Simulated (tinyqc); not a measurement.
MOS capacitor on a p-type substrate, surface potential from the exact charge relation: Capacitance-voltage curves.

Uniform p-type substrate, Boltzmann statistics, full ionisation, classical densities. psi is the surface potential against the body (positive when the bands bend down) and u = psi/Vt. Traps are spread evenly over the gap and neutral at flat band, so their charge is -q Dit psi; the minority quasi-Fermi level is shifted by Vb.

ni = sqrt(Nc Nv) exp(-Eg/(2 Vt)), Eg in volts; phiF = Vt ln(N/ni); Cox = eps0 eox/tox; Vfb = phiM - chi - (Eg - Vt ln(Nv/N)) - q Nf/Cox; Q0 = sqrt(2 eps0 eps_r q N Vt); r = (ni/N)^2 exp(-Vb/Vt); VT = Vfb + [(2 phiF + Vb)(1 + q Dit/Cox) + sqrt(2 eps0 eps_r q N (2 phiF + Vb))/Cox]. u = psi/Vt; F^2 = exp(-u) + u - 1 + r (exp(u) - u - 1); Qs = -sign(u) Q0 F; Cs = -dQs/dpsi = (Q0/Vt) |1 - exp(-u) + r (exp(u) - 1)|/(2 F). psi solves Vg = Vfb + psi + (q Dit psi - Qs)/Cox. Low frequency: 1/C_LF = 1/Cox + 1/(Cs + q Dit). High frequency, in the simple estimate in which traps and minority carriers do not follow: 1/C_HF = 1/Cox + 1/Cd, Cd being Cs with r = 0 at the same psi. Deep depletion: r = 0 and Dit = 0 both in the equation for psi and in Cs. Minority sheet density N_inv = (Q0/(2 q)) int_0^u r (exp(t) - 1)/F(t) dt for u > 0. N_inv under 1 cm^-2 is printed as 0. Regimes: accumulation when majority carriers gather, then depletion up to |psi| = phiF + Vb, weak inversion up to 2 phiF + Vb, strong inversion beyond.

Values chosen for this exercise; band and dielectric values close to those of gallium arsenide:
- T = 400 K (temperature)
- Eg = 1.41 eV (band gap)
- eps_r = 12.8 (relative permittivity)
- Nc = 6.73e17 cm^-3 (conduction-band density of states at T)
- Nv = 1.38e19 cm^-3 (valence-band density of states at T)
- chi = 4.03 eV (electron affinity)
- N = 2.4e16 cm^-3 (acceptor density of the substrate)
- eox = 9.16 (relative permittivity of the gate insulator (close to aluminium oxide))
- tox = 8.5 nm (insulator thickness)
- phiM = 4.35 eV (gate work function)
- Nf = 0 cm^-2 (fixed charge at the interface, in units of q)
- Dit = 0 cm^-2 eV^-1 (density of interface traps)
- Vb = 0 V (reverse bias of the inversion layer against the body)

Constants: q = 1.602176634e-19 C, kB = 1.380649e-23 J/K, Vt = kB T/q, eps0 = 8.8541878128e-14 F/cm where lengths are in cm. Results are converted to the units shown.

Capacitance-voltage curves:

| Vg (V) | psi (V) | C_LF/Cox | C_HF/Cox | C_deep/Cox | N_inv (cm^-2) | regime |
|---|---|---|---|---|---|---|
| -1.56 | -0.22394 | 0.87201 | 0.87201 | 0.87201 | 0 | accumulation |
| -1.27 | -0.17465 | 0.77080 | 0.77080 | 0.77080 | 0 | accumulation |
| -0.99 | -0.075489 | 0.46591 | 0.46591 | 0.46591 | 0 | accumulation |
| -0.7 | 0.13921 | 0.12897 | 0.12897 | 0.12897 | 0 | depletion |
| -0.41 | 0.40168 | 0.074700 | 0.074700 | 0.074700 | 55.744 | depletion |
| -0.13 | 0.66338 | 0.058105 | 0.058104 | 0.058104 | 82382 | weak inversion |
| 0.16 | 0.93794 | 0.049779 | 0.048949 | 0.048949 | 1.9601e8 | weak inversion |
| 0.44 | 1.1788 | 0.42871 | 0.043732 | 0.043260 | 1.6605e11 | strong inversion |
| 0.73 | 1.2718 | 0.81016 | 0.042128 | 0.039057 | 1.3256e12 | strong inversion |
| 1.01 | 1.3122 | 0.88824 | 0.041485 | 0.035979 | 2.7500e12 | strong inversion |
| 1.3 | 1.3391 | 0.92221 | 0.041072 | 0.033451 | 4.3157e12 | strong inversion |

Read the table: what changes, and by how much?

C_LF/Cox is lowest, 0.0498, at Vg = 0.16 V (weak inversion) among the rows listed and is 0.922 in the last row, where C_HF/Cox is 0.0411 and the deep-depletion value 0.0335. Vfb = -0.871 V, where C_HF/Cox = 0.271 (Cox in series with eps0 eps_r/LD), and VT = 0.307 V. Over the last two rows psi moves by only 0.093 V a volt of gate bias, since the inversion charge screens the body. In strong accumulation and inversion degeneracy and confinement, left out here, lower the capacitance.

Numbers from tinyqc (`OMP_NUM_THREADS=1 python tinyqc.py 2060143 2060144 out.jsonl`; about 0.01 s on one thread of a shared Intel Xeon 2.30GHz).
